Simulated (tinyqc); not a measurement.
Transmission spectrum against simple models: phonon transmission through an interface between two chains by Green functions. Computed by tinyqc, a small Python program. Command: `OMP_NUM_THREADS=1 python tinyqc.py 3022092 3022093 out.jsonl agf walk`. One thread of a shared host (Intel(R) Xeon(R) Processor @ 2.30GHz), about 0.01 s of CPU time with the checks.

Two semi-infinite chains (masses m_1, m_2; springs k_1, k_2), motion along the chain. The central region holds the end atom of each chain and two interlayer atoms of mass m_b, joined by springs k_b. lambda = omega^2 in eV/(angstrom^2 u); nu = 15.6333042 THz x sqrt(lambda).

Inputs (values chosen for the exercise, for two model chains):

| quantity | value | unit |
|---|---|---|
| mass m_1 | 56.8 | u |
| spring k_1 | 5.61 | eV/angstrom^2 |
| mass m_2 | 101 | u |
| spring k_2 | 6.23 | eV/angstrom^2 |
| junction spring k_b | 2.49 | eV/angstrom^2 |
| interlayer mass m_b | 53.1 | u |
| probe frequency / lower band top | 0.93 | - |

Atoms in the interlayer: two.

Constants: nu for 1 eV/(angstrom^2 u) = 15.6333042 THz.

Method:
- nu_max = 15.6333042 THz x 2 sqrt(k/m); impedance Z = sqrt(k m); long-wave transmission 4 Z_1 Z_2/(Z_1 + Z_2)^2; the probe frequency is the given share of the lower band top.
- In chain i, sin(q_i a/2) = nu/nu_max,i. An outgoing wave makes the next atom move as exp(i q_i a) times the end atom, so the lead adds the self-energy Sigma_i = -k_i exp(i q_i a) to the force-constant matrix; Gamma_i = -2 Im Sigma_i = 2 k_i sin(q_i a).
- A = lambda M - K - Sigma over the central atoms, with K_ii the sum of the springs at i, K_(i,i+1) = -k_b; G = inverse of A; transmission = Gamma_1 Gamma_2 |G_(first,last)|^2.
- Long-wave value 4 Z_1 Z_2/(Z_1 + Z_2)^2. Continuum estimate, with omega = sqrt(lambda): a slab of impedance Z_b = sqrt(k_b m_b) and phase p = omega x (number of interlayer atoms) x sqrt(m_b/k_b), tau = 4 Z_1 Z_2/[(Z_1 + Z_2)^2 cos^2 p + (Z_b + Z_1 Z_2/Z_b)^2 sin^2 p].

band top of chain 1 = 9.82626 THz

band top of chain 2 = 7.76540 THz

long-wave transmission = 0.971614

Z_1 = 17.8507 sqrt(eV u)/angstrom

Z_2 = 25.0845 sqrt(eV u)/angstrom

Transmission:

| nu/nu_top | nu (THz) | Green function | long-wave value | continuum estimate |
|---|---|---|---|---|
| 0.05 | 0.3883 | 0.93463 | 0.97161 | 0.95289 |
| 0.15 | 1.1648 | 0.76224 | 0.97161 | 0.84244 |
| 0.25 | 1.9414 | 0.68555 | 0.97161 | 0.73840 |
| 0.35 | 2.7179 | 0.78954 | 0.97161 | 0.70423 |
| 0.45 | 3.4944 | 0.96764 | 0.97161 | 0.75040 |
| 0.55 | 4.2710 | 0.72109 | 0.97161 | 0.86154 |
| 0.65 | 5.0475 | 0.49955 | 0.97161 | 0.96237 |
| 0.75 | 5.8241 | 0.86691 | 0.97161 | 0.94056 |
| 0.85 | 6.6006 | 0.09042 | 0.97161 | 0.82366 |
| 0.92 | 7.1442 | 0.01017 | 0.97161 | 0.75005 |
| 0.98 | 7.6101 | 0.00146 | 0.97161 | 0.71305 |

What does the comparison show, and why?

The transmission starts at the impedance value 0.972 and vanishes at the lower band top, 7.77 THz, above which chain 2 has no states. It first falls below half of that value at nu/nu_top = 0.85. The continuum estimate is within 0.05 up to nu/nu_top = 0.05; it leaves out dispersion, and it puts the faces of the slab half a spring from its outer atoms.
